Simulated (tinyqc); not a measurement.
Crystal pulling from the melt: segregation, interface stability, heat balance and point-defect regime: one step, computed by the program tinyqc. Command: `OMP_NUM_THREADS=1 python tinyqc.py 3003113 3003114 out.jsonl pull walk`. One thread of a shared host (Intel(R) Xeon(R) Processor @ 2.30GHz), about 0.01 s of CPU time with the checks.

A dilute solute; steady pulling with a flat interface unless it is found unstable.

Problem. Concentration at the frozen fraction g. Axial profile: C_s = k_eff C0 (1 - g)^(k_eff - 1); bulk melt C_L = C_s/k_eff. Usable fraction: the g at which C_s has changed by 30 % from its first value (0.99 at most).

Inputs (values chosen for the exercise, modelled on phosphorus in silicon): initial melt concentration C0 = 1.6e+16 1/cm^3; frozen fraction g = 0.43.

Loss from the melt surface: none.

k_eff = 0.5614235

Give: C_s; C_L; usable fraction.

Solution.

C_s = 1.1494e+16 1/cm^3

C_L = 2.0473e+16 1/cm^3

usable fraction = 0.45021

C_s rises along the crystal.
